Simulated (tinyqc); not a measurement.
Shallow acceptor in the spherical four-band model: one step. Units and couplings. Five cases, with inputs chosen for the exercise.

Problem. Give Ry*, a*, mu, delta and the spherical masses 1/(g1 (1 -/+ mu)).

Units Ry* = Ry/(g1 eps^2) and a* = a0 eps g1; mu = (6 g3 + 4 g2)/(5 g1) is the spherical heavy-light coupling and delta = (g3 - g2)/g1 the cubic term, which is left out.

Constants: Ry = 13.60569312 eV; a0 (Bohr radius) = 0.5291772105 angstrom.

Case 1.

Values chosen (near those of a shallow acceptor in Si, where the small spin-orbit splitting and strong warping make this model rough; the results hold for these values, not for the real material): g1 = 4.29 (Luttinger gamma1); g2 = 0.34 (gamma2); g3 = 1.46 (gamma3); eps = 12 (dielectric constant).

Case 2.

Values chosen (near those of a shallow acceptor in AlAs; the results hold for these values, not for the real material): g1 = 3.76 (Luttinger gamma1); g2 = 0.82 (gamma2); g3 = 1.42 (gamma3); eps = 10 (dielectric constant).

Case 3.

Values chosen (near those of a shallow acceptor in GaSb; the results hold for these values, not for the real material): g1 = 13.34 (Luttinger gamma1); g2 = 4.73 (gamma2); g3 = 5.96 (gamma3); eps = 16 (dielectric constant).

Case 4.

Values chosen (near those of a shallow acceptor in GaSb; the results hold for these values, not for the real material): g1 = 13.35 (Luttinger gamma1); g2 = 4.73 (gamma2); g3 = 5.96 (gamma3); eps = 16.2 (dielectric constant).

Case 5.

Values chosen (near those of a shallow acceptor in Si, where the small spin-orbit splitting and strong warping make this model rough; the results hold for these values, not for the real material): g1 = 4.29 (Luttinger gamma1); g2 = 0.34 (gamma2); g3 = 1.45 (gamma3); eps = 11.7 (dielectric constant).

Give: Ry*; a*; mu; delta; heavy and light mass.

Solution.

Case 1.

Ry* = 22.024 meV
a* = 27.24 angstrom
mu = 0.4718
delta = 0.2611

heavy and light mass (m0): 0.4413  0.1584

A hydrogen model with the heavy mass would bind by Ry*/(1 - mu) = 41.7 meV and with the light mass by 15.0 meV. delta/mu = 0.55: the cubic term is not small, so the spherical result is a first estimate.

Case 2.

Ry* = 36.185 meV
a* = 19.90 angstrom
mu = 0.6277
delta = 0.1596

heavy and light mass (m0): 0.7143  0.1634

A hydrogen model with the heavy mass would bind by Ry*/(1 - mu) = 97.2 meV and with the light mass by 22.2 meV. delta/mu = 0.25: the cubic term is a modest correction.

Case 3.

Ry* = 3.984 meV
a* = 112.95 angstrom
mu = 0.8198
delta = 0.0922

heavy and light mass (m0): 0.4160  0.0412

A hydrogen model with the heavy mass would bind by Ry*/(1 - mu) = 22.1 meV and with the light mass by 2.2 meV. delta/mu = 0.11: the cubic term is a modest correction.

Case 4.

Ry* = 3.883 meV
a* = 114.45 angstrom
mu = 0.8192
delta = 0.0921

heavy and light mass (m0): 0.4143  0.0412

A hydrogen model with the heavy mass would bind by Ry*/(1 - mu) = 21.5 meV and with the light mass by 2.1 meV. delta/mu = 0.11: the cubic term is a modest correction.

Case 5.

Ry* = 23.168 meV
a* = 26.56 angstrom
mu = 0.4690
delta = 0.2587

heavy and light mass (m0): 0.4390  0.1587

A hydrogen model with the heavy mass would bind by Ry*/(1 - mu) = 43.6 meV and with the light mass by 15.8 meV. delta/mu = 0.55: the cubic term is not small, so the spherical result is a first estimate.

Computed by tinyqc, one run a case: `OMP_NUM_THREADS=1 python tinyqc.py N N+1 out.jsonl` with N = 1281626, 1281677, 1282340, 1282368, 1282457; one thread of a shared Intel(R) Xeon(R) Processor @ 2.30GHz, about 0.06 s a run at most.
